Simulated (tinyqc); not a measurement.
Strained Delta valleys, repopulation and conductivity mass: mobility against stress.

A cubic crystal with three pairs of conduction valleys along x, y and z under uniaxial stress X along [100] (X > 0 is tension); current along [010]. Non-degenerate electrons, fixed total density, one relaxation time for all valleys and stresses, masses unchanged by strain, so the mobility goes as the mean inverse mass.

Stress s_ij = X a_i a_j with a the unit vector along [100]; strain e_ii = s11 s_ii + s12 (s_jj + s_kk), e_ij = s44 s_ij/2. Valley shift dE = Xu (n.e.n - trace(e)/3) with n the valley axis; share f proportional to exp(-dE/Vt). Inverse mass along the current d = [010]: (n.d)^2/ml + (1 - (n.d)^2)/mt; mu/mu0 = sum f (1/m) over the plain mean of 1/m. The linear estimate is 1 - pi X with pi the small-stress slope -d(mu/mu0)/dX.

Inputs (values chosen for the exercise); values close to those of silicon: temperature T = 250 K; compliance s11 = 7.56 1/TPa; compliance s12 = -2.1 1/TPa; compliance s44 = 12.5 1/TPa; shear deformation potential Xu = 8.87 eV; longitudinal mass ml = 0.895 m0; transverse mass mt = 0.19 m0.

Constants: q = 1.602176634e-19 C, kB = 1.380649e-23 J/K, Vt = kB T/q. Results are converted to the units shown.

Result of one run:

| X (MPa) | splitting (meV) | largest share | mu/mu0 | linear estimate |
|---|---|---|---|---|
| -50 | 4.284 | 0.3789 | 1.024 | 1.024 |

What becomes of these results when the uniaxial stress (tension positive) X is changed from -50 to -1000 MPa, all else the same?

Result of the changed run:

| X (MPa) | splitting (meV) | largest share | mu/mu0 | linear estimate |
|---|---|---|---|---|
| -1000 | 85.68 | 0.9639 | 1.337 | 1.472 |

The whole series:

| X (MPa) | splitting (meV) | largest share | mu/mu0 | linear estimate |
|---|---|---|---|---|
| -25 | 2.142 | 0.3558 | 1.012 | 1.012 |
| -50 | 4.284 | 0.3789 | 1.024 | 1.024 |
| -100 | 8.568 | 0.4267 | 1.050 | 1.047 |
| -200 | 17.14 | 0.5256 | 1.103 | 1.094 |
| -400 | 34.27 | 0.7105 | 1.201 | 1.189 |
| -700 | 59.98 | 0.8900 | 1.297 | 1.330 |
| -1000 | 85.68 | 0.9639 | 1.337 | 1.472 |
| -1500 | 128.5 | 0.9949 | 1.353 | 1.708 |
| -2500 | 214.2 | 0.9999 | 1.356 | 2.180 |

The ratio mu/mu0 rises from 1.01 to 1.36; pi = 47.2e-11 1/Pa. The linear estimate of the change is 0.9843 times the computed change in the first row and 3.31 times it in the last: once the splitting is several Vt (Vt = 21.5 meV) the upper valleys are nearly empty and little is left to move. At X = -2500 MPa the stress passes 1.5 GPa, where intervalley scattering and masses change too.

Numbers from tinyqc (`OMP_NUM_THREADS=1 python tinyqc.py 2530122 2530123 out.jsonl`; about 0.01 s on one thread of a shared Intel Xeon 2.30GHz).
